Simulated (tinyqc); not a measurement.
Worked calculation: a particle near a wafer in liquid: double-layer and van der Waals forces (DLVO), deposition barrier and removal. Computed by tinyqc, a small Python program that keeps every step. Command: `OMP_NUM_THREADS=1 python tinyqc.py 3110547 3110548 out.jsonl dlvo walk`. One thread of a shared host (Intel(R) Xeon(R) Processor @ 2.30GHz), about 0.01 s of CPU time with the checks. Intermediate numbers are printed to about 6 digits and carried at full precision; extremes and crossings named in words are read from the listed rows.

Sphere and flat wall, Derjaguin approximation, constant potentials in the linear-superposition form, no retardation and no hydration force.

Inputs (values chosen for the exercise, of the order of those for silica on copper in water): particle radius R = 130 nm; Hamaker constant A = 3e-20 J; potential of the particle psi_1 = -51 mV; potential of the wafer psi_2 = -22 mV; salt concentration c = 0.0037 mol/L; valence z of the symmetric salt = 1; temperature T = 298 K; dielectric constant of the liquid = 78.4; gap h = 1.1 nm; contact distance h0 = 0.3 nm; contact radius over R = 0.099; viscosity = 0.8 mPa s.

Constants: e = 1.602176634e-19 C; N_A = 6.02214076e+23 1/mol; eps_0 = 8.8541878128e-12 F/m; k_B = 1.380649e-23 J/K; k_B = 8.617333262e-05 eV/K.

## Screening

kappa^2 = 2 z^2 e^2 N_A (1000 c)/(eps eps_0 k_B T); gamma_i = tanh(z e psi_i/(4 k_B T)); Z = 64 pi eps eps_0 (k_B T/(z e))^2 gamma_1 gamma_2.

kappa = 0.200133 1/nm

Debye length = 4.99667 nm

gamma_1 = -0.459362

gamma_2 = -0.210961

Z = 8.91930 pN

kappa R = 26.0173

Like signs: the double layers repel.

## Energy and force at one gap

U(h) = Z R exp(-kappa h) - A R/(6 h); F(h) = -dU/dh = kappa Z R exp(-kappa h) - A R/(6 h^2), positive for repulsion.

double-layer energy = 226.134 k_B T

van der Waals energy = -143.622 k_B T

U(h) = 82.5121 k_B T

F(h) = -350.988 pN

Caution: for kappa h below 1 linear superposition is only rough, and charge regulation matters.

## The curve

The formulas are those given above.

Against the gap:
```
h (nm)  kappa h  U (k_B T)        F (pN)
0.4     0.08005   -134.820  -3.84830e+03
0.6     0.12008    -13.374  -1.59976e+03
1.0     0.20013     72.721  -4.60034e+02
1.5     0.30020    103.414  -1.17012e+02
2.5     0.50033    107.683   3.67025e+01
4.0     0.80053     87.067   6.35891e+01
7.0     1.40093     46.862   4.39057e+01
12.0    2.40160     12.360   1.65041e+01
20.0    4.00267     -2.751   2.61394e+00
40.0    8.00534     -3.856  -3.28818e-01
```

Caution: in rows where h is not small against R, A R/(6 h) overstates the van der Waals term. Caution: in rows with kappa h below 1 linear superposition is only rough.

## Barrier and secondary minimum

F = 0 reads x^2 exp(-x) = y with x = kappa h and y = A kappa/(6 Z); the left side peaks at x = 2 with 4/e^2 = 0.5413, so roots exist for smaller y: x < 2 is the barrier, x > 2 the secondary minimum.

y = 0.112191

position of the barrier = 2.05592 nm

barrier height = 109.915 k_B T

position of the secondary minimum = 28.2378 nm

energy at the secondary minimum = -4.60478 k_B T

A barrier above 15 k_B T practically stops deposition. The secondary minimum is deep enough to hold particles loosely.

## Critical salt concentration

The barrier height is zero when U = 0 and F = 0 together: kappa h = 1 and kappa = 6 Z/(e A), e = 2.718282 here; c follows from kappa^2, with the potentials held fixed.

critical kappa = 0.656246 1/nm

critical concentration = 0.0397828 mol/L

## Adding salt

kappa scales as sqrt(c); potentials are held fixed. A dash marks rows without a maximum.

Against the concentration:
```
c (mol/L)  Debye length (nm)  barrier at (nm)  barrier (k_B T)  minimum at (nm)  minimum (k_B T)
3.98e-06             152.349          9.53521          248.155      1.56338e+03     -9.12057e-02
3.98e-05              48.177          5.50224          222.693      4.24155e+02     -3.30162e-01
3.98e-04              15.235          3.25150          179.071      1.10755e+02     -1.23021e+00
1.99e-03               6.813          2.31646          132.393      4.17050e+01     -3.16928e+00
7.96e-03               3.407          1.79970           78.381      1.71655e+01     -7.37705e+00
1.99e-02               2.155          1.58913           35.372      9.11682e+00     -1.32336e+01
3.58e-02               1.606          1.52580            5.466      5.83537e+00     -1.96208e+01
5.97e-02               1.244          1.56888          -20.857      3.71029e+00     -2.83045e+01
1.19e-01               0.881                -                -                -                -
```

At low salt the barrier tends to Z R = 282 k_B T; it is half of that between 4.0e-4 and 0.0020 mol/L and changes sign at 0.040 mol/L, while the secondary minimum deepens to -20 k_B T at 0.9 of that.

## Removing an attached particle

Adhesion F_a = A R/(6 h0^2) [1 + a^2/(R h0)] - kappa Z R exp(-kappa h0), a the contact radius. Drag in a shear flow F_d = 1.7 x 6 pi mu R^2 G, acting at 1.4 R; rolling starts when 1.4 R F_d = a F_a. Wall shear stress = mu G.

van der Waals adhesion = 37895.7 pN

net adhesion F_a = 37677.2 pN

wall shear stress for rolling = 4919.82 Pa

shear rate G = 6.14977e+06 1/s

Checks made by the program: force against a difference of U (relative difference 1e-10).
